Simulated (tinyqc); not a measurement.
Inside a calculation. Method: plane-wave Kohn-Sham cycle with exchange-only LDA in a layered model solid. Computed by tinyqc, a small Python program that keeps every step. Settings: points = 16, plane-wave index or count = 3, electrons = 2, k points = 4, area = 27.0, mixing = 1.0, iteration cap = 62, Kerker q0 = 1.01. Command: `OMP_NUM_THREADS=1 python tinyqc.py 23342 23343 out.jsonl` (the two numbers bound the seeds that draw the settings). One thread of a shared host (Intel(R) Xeon(R) Processor @ 2.60GHz), about 0.03 s of CPU time with the checks.

A solid whose potential varies along x alone (atomic units):
```
parameter                      value
period a                   12.600000
cross-section of the cell  27.000000
electrons per cell                 2
grid points                       16
plane waves -n..n, n               3
k points                           4
V1 in V1 cos(2 pi x/a)     -0.640000
V2 in V2 cos(4 pi x/a)     -0.180000
```

Stop when sqrt(dV sum R^2) is below 1e-8, dV = a A/N.

Course of the cycle:
```
iteration  E (hartree)  norm of the residual
1            -1.363015              1.70e-01
2            -1.217609              1.17e-01
3            -1.126651              8.78e-02
4            -1.072283              6.84e-02
5            -1.039748              5.39e-02
6            -1.020202              4.26e-02
7            -1.008487              3.37e-02
8            -1.001529              2.66e-02
9            -0.997451              2.10e-02
10           -0.995098              1.65e-02
11           -0.993768              1.30e-02
...                ...                   ...
52           -0.992420              9.12e-07
53           -0.992420              7.25e-07
54           -0.992420              5.77e-07
55           -0.992420              4.59e-07
56           -0.992420              3.65e-07
57           -0.992420              2.91e-07
58           -0.992420              2.31e-07
59           -0.992420              1.84e-07
60           -0.992420              1.46e-07
61           -0.992420              1.17e-07
62           -0.992420              9.27e-08
```

Can the last value be used, and what does the course show?

Not by the stop rule, although the second column moves by less than 1e-07 over the last three steps. Not converged within 62 iterations: the residual falls steadily but slowly, by a factor of about 0.80 a step. Reruns (cap 100 unless said): mixing 0.1: not converged; mixing 0.5, Kerker q0 1.0: not converged; mixing 0.3, Pulay depth 5: converged in 22 (E = -0.99242); the original settings with a cap of 400: converged in 72 (E = -0.99242).
